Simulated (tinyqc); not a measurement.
Inside a calculation. Method: Hubbard chain of 4 sites. Computed by tinyqc, a small Python program that keeps every step. Settings: hopping = 0.79, U = 5.8, mixing = 1, iteration cap = 69. Command: `OMP_NUM_THREADS=1 python tinyqc.py 31308 31309 out.jsonl` (the two numbers bound the seeds that draw the settings). One thread of a shared host (Intel(R) Xeon(R) Processor @ 2.60GHz), about 0.1 s of CPU time with the checks. Later iterations appear only in the table of the cycle.

## Mean-field iteration 1

one-body matrix (hopping and site energies) (eV), lower triangle:
```
           1          2          3         4
1   0.000000
2  -0.790000   0.000000
3   0.000000  -0.790000   0.000000
4   0.000000   0.000000  -0.790000  0.000000
```

U = 5.800000 eV

electrons, up and down: 2  2

mixing = 1

n(up) at the start (a guess, not normalised): 1 0.550000, 2 0.450000, 3 0.550000, 4 0.450000

n(down) at the start (a guess): 1 0.450000, 2 0.550000, 3 0.450000, 4 0.550000

H(up) = T + U n(down), H(down) = T + U n(up); fill the lowest levels; n(new) = n + mixing (n(out) - n); E = tr T (rho up + rho down) + U sum n_up n_down of the output.

levels, up (eV): 1.589269  2.332122  3.467878  4.210731

levels, down (eV): 1.589269  2.332122  3.467878  4.210731

energy = 1.666224 eV

n(up) after iteration 1: 1 0.715339, 2 0.349377, 3 0.650623, 4 0.284661

n(down) after iteration 1: 1 0.284661, 2 0.650623, 3 0.349377, 4 0.715339

## Mean-field iteration 2

As before.

levels, up (eV): 1.228460  1.716203  4.083797  4.571540

levels, down (eV): 1.228460  1.716203  4.083797  4.571540

energy = -0.024189 eV

n(up) after iteration 2: 1 0.920292, 2 0.157443, 3 0.842557, 4 0.079708

n(down) after iteration 2: 1 0.079708, 2 0.842557, 3 0.157443, 4 0.920292

## Convergence

Each step fills the lowest levels of T + U n(other spin) and sets n(new) = n + mixing (n(out) - n); stop when output and input agree to 1e-8.

Course of the cycle:
```
iteration       E (eV)  largest |n(out) - n(in)|  mean |n_up - n_down|
1           1.66622370                  1.65e-01              0.365962
2          -0.02418933                  2.05e-01              0.762849
3          -0.60577710                  1.01e-01              0.916684
4          -0.63690844                  1.75e-02              0.941346
5          -0.63748537                  2.14e-03              0.944376
6          -0.63749354                  2.51e-04              0.944732
7          -0.63749365                  2.92e-05              0.944774
8          -0.63749366                  3.40e-06              0.944778
9          -0.63749366                  3.97e-07              0.944779
10         -0.63749366                  4.63e-08              0.944779
11         -0.63749366                  5.39e-09              0.944779
```

local moments n_up - n_down: 1 0.962908, 2 -0.926650, 3 0.926650, 4 -0.962908

Converged in 11 iterations. Before convergence this energy mixes input and output and is not variational, so it may rise towards its limit.

## Exact diagonalisation (36 states)

Lowest levels of the sector, and the double occupancy of the lowest state.

lowest levels (eV): -0.952250  -0.687559  -0.408698  -0.267646  -0.123628  0.000000

double occupancy per site = 0.035975

The mean-field solution above lies 0.3148 eV above the exact energy.

## The lowest level by Lanczos steps

From a random start vector (not printed): a_j = <q_j|H|q_j>, b_j = norm of the remainder after orthogonalising; the Ritz value is the lowest eigenvalue of the tridiagonal matrix of a and b so far.

Lanczos:
```
j   a_j (eV)  b_j (eV)  lowest Ritz value (eV)
1   5.844393  3.468317              5.84439261
2   4.955459  4.948680              1.90324567
3   6.426436  2.051112             -0.48687285
4   6.109470  2.431671             -0.67142740
5   5.038430  5.171756             -0.70510316
6   6.484741  3.211716             -0.79664852
7   5.826543  1.145464             -0.93938496
8   6.458670  2.862775             -0.94673581
9   8.152595  4.384029             -0.94780260
10  3.013061  2.333050             -0.94947090
```
